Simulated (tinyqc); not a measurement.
# Worked calculation: input admittance of a MOSFET at zero drain bias: distributed channel and distributed gate

Computed by the program tinyqc: `OMP_NUM_THREADS=1 python tinyqc.py 2262184 2262185 out.jsonl`, one thread of a shared Intel Xeon 2.30GHz, about 0.01 s for the whole run. Printed values are rounded.

Source and drain grounded, strong inversion, w = 2 pi f, Cox = eps0 eox/tox. The channel is an RC line of resistance 1/(mu Cox Vo) per square fed from both ends, so one finger has the intrinsic admittance y = i w Cox L tanh(g)/g per width, g = (1/2) sqrt(i w tau), tau = L^2/(mu Vo). The vertical resistance rv/L is in series with y, the overlaps 2 i w Cov in parallel: y_t = 1/(1/y + rv/L) + 2 i w Cov. The gate strip is a line of Rsh/L per length loaded by y_t, so a finger has Y = y_t Wf tanh(k)/k, k = (Wf/sd) sqrt(y_t Rsh/L); the device has Nf Y.

Inputs (values chosen for the exercise); values of the order met in silicon radio-frequency transistors:
```
symbol  value        unit                                                                 meaning
eox       3.9              relative permittivity of the gate insulator (close to silicon dioxide)
tox       5.5          nm                                                     insulator thickness
L        0.65          um                                                          channel length
Wf        1.5          um                                                            finger width
Nf         32                                                                   number of fingers
mu        280  cm^2/(V s)                                                        channel mobility
Vo       0.68           V                                                          gate overdrive
Rsh       4.6  ohm/square                                            sheet resistance of the gate
rv        1.7    ohm um^2                                  vertical resistivity of the gate stack
sd          2                                       number of ends at which a finger is contacted
Cov      0.27       fF/um                             overlap and fringe capacitance on each side
f          46         GHz                                                               frequency
```

Constants: eps0 = 8.8541878128e-14 F/cm where lengths are in cm. Results are converted to the units shown.

## Low-frequency resistances and capacitance

Low-frequency limits, with c = Cox L and ct = c + 2 Cov: R_strip = Rsh Wf/(3 sd^2 L Nf), R_ch = (c/ct)^2 L/(12 mu Cox Vo Wf Nf), R_vert = (c/ct)^2 rv/(L Wf Nf), C = ct Wf Nf.

parts (ohm): strip 0.0276442, channel 7.36265, vertical 0.0424967
sum = 7.43279 ohm
C = 221.807 fF
1/(2 pi R C) = 96.5369 GHz

The channel term is the largest, 99.1 % of the sum.

## Admittance of the channel and stack per width

tau, g, c = Cox L, y and y_t as defined.

tau = 22.1901 ps
g = 0.895372+0.895372i
c = 4.08098 fF/um
y = 445.902+895.069i uS/um
y_t = 447.47+1049.05i uS/um

w tau = 6.41, and Im y is 0.759 of w c.

## Input impedance of the device

k and Y as defined; Z = 1/(Nf Y) = R + 1/(i w C); Q = |Im Z|/R; signal at the point farthest from a contact |1/cosh k|.

k = 0.0562199+0.0371403i
Nf Y = 21.5358+50.2948i mS
R = 7.19454 ohm
C = 205.920 fF
Q = 2.33540
signal at the far point = 0.999109

R is 3.2 % below its low-frequency limit and C is 7.2 % below its own.
